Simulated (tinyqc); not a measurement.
## All-pass ring resonator: effect of the power coupling

A ring of length L = 2 pi Rr coupled to one bus waveguide: round-trip amplitude a = 10^(-al L/20), self-coupling t = sqrt(1 - k2). At detuning d from the resonance the round-trip phase is p = 2 pi d/FSR and the transmission T = (a^2 - 2 a t cos p + t^2)/(1 - 2 a t cos p + a^2 t^2). Lossless coupler, linear absorption only.

FSR = lam^2/(ng L), finesse F = pi sqrt(a t)/(1 - a t), FWHM = FSR/F, Q = lam/FWHM, Tmin = (a - t)^2/(1 - a t)^2, power build-up k2 a^2/(1 - a t)^2, optical bandwidth c/(lam Q).

Values chosen for this exercise; values close to those of silicon nitride waveguides:
- lam = 1550 nm (cold resonance wavelength)
- Rr = 50 um (ring radius)
- ng = 2.11 (group index)
- al = 3 dB/cm (propagation loss)

Constants: c = 299792458 m/s. Results are converted to the units shown.

The same in every row: a = 0.9892.

Effect of the power coupling:
```
k2           t        Q      Tmin  build-up  bandwidth (GHz)
0.0027  0.9986  1.101e5    0.6060     17.96            1.757
0.0046  0.9977  1.021e5    0.4219     26.35            1.894
0.0078  0.9961  9.099e4    0.2206     35.53            2.126
0.013   0.9935  7.724e4   0.06135     42.79            2.504
0.023   0.9884  5.975e4  0.001215     45.53            3.237
0.039   0.9803  4.370e4   0.08647     41.64            4.426
0.066   0.9664  2.986e4    0.2679     33.37            6.477
0.11    0.9434  1.943e4    0.4705     24.13            9.952
0.19    0.9000  1.155e4    0.6611     15.45            16.74
```

What does the comparison show?

As k2 goes from 0.0027 to 0.19, Q falls from 1.10e5 to 11600, Tmin goes from 0.606 through a minimum of 0.00121 (at k2 = 0.023 among the rows listed) to 0.661 and the build-up goes from 18.0 through a maximum of 45.5 (at k2 = 0.023 among the rows listed) to 15.4. The ring is overcoupled (t < a) in 5 of the 9 rows; the dip is deepest where t and a cross.

Numbers from tinyqc (`OMP_NUM_THREADS=1 python tinyqc.py 2650016 2650017 out.jsonl`; about 0.01 s on one thread of a shared Intel Xeon 2.30GHz).
